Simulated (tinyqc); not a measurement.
Inside a calculation. Model: binary melting diagram from solution models of liquid and solid. Computed by tinyqc, a small Python program that keeps every step. Command: `OMP_NUM_THREADS=1 python tinyqc.py 3023571 3023572 out.jsonl melt walk`. One thread of a shared host (Intel(R) Xeon(R) Processor @ 2.30GHz), about 0.01 s of CPU time with the checks. Intermediate numbers are printed to about 6 digits and carried at full precision; extremes and crossings named in words are read from the listed rows.

x is the fraction of B. In a phase with interaction L: mu_A = G_A + R T ln(1 - x) + L x^2, mu_B = G_B + R T ln x + L (1 - x)^2. Melting: G(liquid) - G(solid) = H (1 - T/T_m) for each pure component.

Inputs (values chosen for the exercise, for a model alloy):
```
quantity                value    unit
melting point T_A        1810       K
melting point T_B        1415       K
heat of melting H_A      21.5  kJ/mol
heat of melting H_B      33.1  kJ/mol
liquid interaction L_L    4.8  kJ/mol
overall fraction x0      0.51       -
```

Diagram: eutectic with pure solids.

Constants: R = 8.314462618 J/(mol K).

## The two liquidus branches

Liquid against pure solid A: T = (H_A + L_L x^2)/(H_A/T_A - R ln(1 - x)); against pure solid B: T = (H_B + L_L (1 - x)^2)/(H_B/T_B - R ln x). The higher branch is the stable one; a dash marks a branch without a positive root.

Liquidus temperatures (K):
```
x     branch A  branch B  first solid
0.05   1748.24    774.99            A
0.15   1633.29    933.67            A
0.30   1477.50   1061.35            A
0.45   1333.72   1150.53            A
0.60   1191.37   1225.35            B
0.75   1033.98   1295.37            B
0.90    818.36   1365.90            B
0.97    634.02   1400.03            B
```

## Eutectic point by bisection

Halve the interval 0.001 to 0.999 for the crossing, 44 times.

Bisection, first 12 steps:
```
step         x  branch A (K)  branch B (K)
1     0.500000       1286.73       1176.46
2     0.749500       1034.56       1295.14
3     0.624750       1167.04       1237.06
4     0.562375       1227.67       1207.30
5     0.593562       1197.63       1222.28
6     0.577969       1212.71       1214.82
7     0.570172       1220.20       1211.07
8     0.574070       1216.46       1212.95
9     0.576020       1214.58       1213.89
10    0.576994       1213.64       1214.36
11    0.576507       1214.11       1214.12
12    0.576263       1214.35       1214.00
```

eutectic composition x_E = 0.576501

eutectic temperature T_E = 1214.12 K

T_E lies 201 K below the lower melting point, and x_E lies on the side of B, the lower-melting component.

## Freezing of the alloy x0

Primary solid forms at the higher branch; just above T_E its mole fraction is (x_E - x0)/x_E for A or (x0 - x_E)/(1 - x_E) for B, and the rest freezes as eutectic, with B making up x_E of it.

liquidus temperature = 1277.32 K

fraction of primary solid = 0.115353

freezing range = 63.1992 K

The primary solid is A.

## Effect of the liquid interaction

The crossing is found anew for each L_L.

Eutectic point:
```
L_L (kJ/mol)       x_E  T_E (K)
-26.0         0.483196   888.45
-17.0         0.496136   985.09
-8.6          0.514596  1074.61
-4.3          0.528234  1120.02
0.0           0.546653  1164.93
2.0           0.557590  1185.58
4.0           0.570595  1206.02
```

T_E rises from 888 to 1206 K, 10.6 K per kJ/mol on average: attraction in the liquid stabilises it and deepens the eutectic. As attraction grows x_E moves from 0.571 to 0.483.

Checks made by the program: equal chemical potentials at the eutectic (relative difference below 1e-10).
